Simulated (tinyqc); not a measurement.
Front-illuminated p-i-n photodiode, quantum efficiency and bandwidth: two steps of the calculation.

Light enters through a p layer (0 to xp), a depleted layer (xp to xp + wi) and a thick n substrate, decaying as exp(-al x); one pass, no back reflection. Carriers made in the depleted layer are all collected; those in the neutral layers diffuse.

Parameters, values chosen for the exercise; values close to those of In0.53Ga0.47As at this wavelength: wavelength lam = 1310 nm; absorption coefficient al = 11700 1/cm; reflectance of the front face Rf = 0.1; relative permittivity eps_r = 14; thickness of the front p layer xp = 0.17 um; thickness of the depleted layer wi = 0.71 um; electron diffusion coefficient in the p layer Dn = 40 cm^2/s; electron diffusion length in the p layer Ln = 9.8 um; recombination velocity of the front surface S = 2e6 cm/s; hole diffusion length in the thick n substrate Lp = 37 um; electron drift velocity ve = 6.93e6 cm/s; hole drift velocity vh = 5.06e6 cm/s; diameter dia = 74 um; load resistance RL = 50 ohm; parasitic capacitance Cp = 50 fF; modulation frequency f = 52 GHz.

Constants: q = 1.602176634e-19 C, h = 6.62607015e-34 J s, c = 299792458 m/s, eps0 = 8.8541878128e-14 F/cm where lengths are in cm. Results are converted to the units shown.

Problem 1. Quantum efficiency. k = al Ln, s = S Ln/Dn, e = exp(-al xp); front layer f1 = (k/(k^2 - 1)) {[s + k - e (s cosh(xp/Ln) + sinh(xp/Ln))]/[s sinh(xp/Ln) + cosh(xp/Ln)] - k e}; depleted layer f2 = e (1 - exp(-al wi)); substrate f3 = e exp(-al wi) al Lp/(1 + al Lp); external efficiency (1 - Rf)(f1 + f2 + f3); responsivity = efficiency q lam/(h c).

Wanted: s; f1; f2; f3; external efficiency; responsivity.

Solution 1.

s = 49.000
f1 = 0.13755
f2 = 0.46248
f3 = 0.34909
external efficiency = 0.85421
responsivity = 0.90254 A/W

The front layer absorbs 18.0 % of the light that enters and collects 76.3 % of that. Diffusion from the neutral layers makes up 51.3 % of the current.

Problem 2. Response at one frequency. Drift response for pairs made in the depleted layer, a = al wi, g = 1 - exp(-a), u = 2 pi i f, te = wi/ve, th = wi/vh: electrons He = [g - a (exp(-a) - exp(-u te))/(u te - a)]/(u te g), holes Hh = [g - a (1 - exp(-a - u th))/(a + u th)]/(u th g); C = eps0 eps_r pi (dia/2)^2/wi + Cp; total |He + Hh|/sqrt(1 + (2 pi f RL C)^2), for the current of the depleted layer alone.

Wanted: te; th; He; Hh; |He + Hh|; C; total response.

Solution 2.

te = 10.245 ps
th = 14.032 ps
He = 0.16881-0.36748i
Hh = 0.07690-0.23447i
|He + Hh| = 0.65016
C = 800.88 fF
total response = 0.049549

The drift response alone falls to 1/sqrt(2) at 46.6 GHz and the RC term alone at 3.97 GHz; together they give 3.95 GHz.

Computed by the program tinyqc: `OMP_NUM_THREADS=1 python tinyqc.py 2250009 2250010 out.jsonl`, one thread of a shared Intel Xeon 2.30GHz, about 0.01 s for the whole run.
